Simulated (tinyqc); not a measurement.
Heat flow across a film from the phonon Boltzmann equation in the relaxation-time approximation. From one set of inputs to another, one input at a time. Computed by tinyqc, a small Python program. Command: `OMP_NUM_THREADS=1 python tinyqc.py 3022025 3022026 out.jsonl slabbte ladder`. One thread of a shared host (Intel(R) Xeon(R) Processor @ 2.30GHz), about 0.04 s of CPU time with the checks.

Two black walls, hot at x = 0 and cold at x = L, emit phonons isotropically. For one free path Lambda, with tau = x/Lambda, tau_L = L/Lambda and phi = (T - T_cold)/Delta T, energy balance gives phi(tau) = (1/2) [E2(tau) + int_0^tau_L phi(s) E1(|tau - s|) ds]; E_n are the exponential integrals. The flux over the ballistic flux C v Delta T/4 is psi = 1 - 2 int_0^tau_L phi(s) E2(s) ds, and kappa_eff/kappa = (3/4) tau_L psi. kappa = C v Lambda/3 is an input, so at fixed kappa a longer free path means a smaller C v.

The inputs printed are set A. Set A is modelled on indium phosphide; the values taken over come from a set modelled on germanium. Inputs not listed in the table keep their values of set A, so the rows need not describe a real material.

Inputs (values chosen for the exercise, modelled on indium phosphide):

| quantity | value | unit |
|---|---|---|
| bulk conductivity kappa | 64.1 | W/(m K) |
| film thickness L | 77 | nm |
| wall temperature difference Delta T | 11 | K |
| free path Lambda_1 | 73 | nm |
| free path Lambda_2 | 750 | nm |
| share f_2 of kappa | 0.16 | - |
| cells n in the small system | 5 | - |

Free-path groups: two.

Method:
- Cut the film into n equal cells with constant phi, collocated at the centres c_i: the kernel integrates to A_ij = |E2(|c_i - e_j|) - E2(|c_i - e_(j+1)|)|/2 for cell edges e_j, and A_ii = 1 - E2(half a cell); solve (1 - A) phi = E2(c)/2; psi = 1 - 2 sum_j phi_j [E3(e_j) - E3(e_(j+1))].
- Use 150 and 300 cells and extrapolate psi = (4 psi(300) - psi(150))/3. The jump at the hot wall is 1 - phi there (linear extrapolation from the first two of 300 cells). Two-flux (diffusion with slip) formula: psi = 1/(1 + 3 tau_L/4).
- Each group is solved on its own with 150 and 300 cells, psi = (4 psi(300) - psi(150))/3, and weighted by its share of kappa (f_1 is what the others leave); exchange of energy between groups inside the film is left out.
- Flux J = kappa_eff Delta T/L; apparent boundary resistance per wall (L/kappa_eff - L/kappa)/2.

Each row keeps all changes above it:

| input moved | from | to | kappa_eff (W/(m K)) | flux J (GW/m^2) | jump at the wall / Delta T for Lambda_1 |
|---|---|---|---|---|---|
| set A | - | - | 23.76 | 3.394 | 0.2365 |
| film thickness L (nm) | 77 | 19 | 8.75 | 5.067 | 0.3695 |
| free path Lambda_2 (nm) | 750 | 570 | 8.81 | 5.101 | 0.3695 |
| bulk conductivity kappa (W/(m K)) | 64.1 | 59.6 | 8.19 | 4.743 | 0.3695 |
| free path Lambda_1 (nm) | 73 | 77 | 7.85 | 4.543 | 0.3735 |
| share f_2 of kappa | 0.16 | 0.17 | 7.77 | 4.499 | 0.3735 |

Which inputs carry the difference?

kappa_eff goes from 23.8 to 7.77, a factor 0.327 in all. The largest single move comes from film thickness L (a factor 0.368). Flux J goes from 3.39 to 4.50, a factor 1.33 in all. The largest single move comes from film thickness L (a factor 1.49), and bulk conductivity kappa works against it (a factor 0.930). Jump at the wall / Delta T for Lambda_1 goes from 0.237 to 0.374, a factor 1.58 in all. The largest single move comes from film thickness L (a factor 1.56). The single moves hold for this order of the switches; the total does not depend on the order.

Extremes, crossings and ranges named in words are read from the listed rows.
